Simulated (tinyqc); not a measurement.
Schottky diode by thermionic emission with image-force lowering and series resistance: two steps of the calculation.

Metal on an n-type semiconductor with one parabolic valley; V > 0 is forward bias (metal positive). I = I0 [exp(Vj/(n Vt)) - 1] with Vj = V - I Rs; I0 = S A* T^2 exp(-(phi - dphi)/Vt), the lowering dphi taken at zero bias.

Parameters, values chosen for the exercise; band and dielectric values close to those of indium phosphide: temperature T = 300 K; electron mass me = 0.0812 m0; relative permittivity eps_r = 12.4; barrier height seen from the metal phi = 0.56 eV; donor density Nd = 4.2e16 cm^-3; area S = 1.4e-5 cm^2; ideality factor n = 1.01; series resistance Rs = 45 ohm; applied bias V = 0.61 V.

Constants: q = 1.602176634e-19 C, kB = 1.380649e-23 J/K, h = 6.62607015e-34 J s, m0 = 9.1093837015e-31 kg, Vt = kB T/q, eps0 = 8.8541878128e-14 F/cm where lengths are in cm. Results are converted to the units shown.

Task 1. Saturation current. A* = 4 pi q me m0 kB^2/h^3 (times 1e-4 for A/(cm^2 K^2)); Nc = 2 (2 pi me m0 kB T/h^2)^1.5 (times 1e-6 for cm^-3); xi = Vt ln(Nc/Nd), Vbi = phi - xi; surface field Em = sqrt(2 q Nd (Vbi - V - Vt)/(eps0 eps_r)); dphi = sqrt(q Em/(4 pi eps0 eps_r)). Here V = 0 in Em.

Wanted: A*; Nc; Vbi; Em; dphi; I0.

Result 1.

A* = 9.7581 A/(cm^2 K^2)
Nc = 5.8064e17 cm^-3
Vbi = 0.49210 V
Em = 75.599 kV/cm
dphi = 29.629 meV
I0 = 1.5132e-8 A

The lowering raises I0 by a factor of 3.15.

Task 2. Junction voltage. Fixed-point step: I = (V - Vj)/Rs, then Vj(new) = n Vt ln(1 + I/I0).

I0 = 1.5132198e-8 A
Vj at the start = 0.28 V

Give: Vj after iteration 1.

Result 2.

Vj after iteration 1 = 0.34182 V

Program tinyqc, `OMP_NUM_THREADS=1 python tinyqc.py 2640035 2640036 out.jsonl`; Intel Xeon 2.30GHz, shared host, one thread, about 0.01 s.
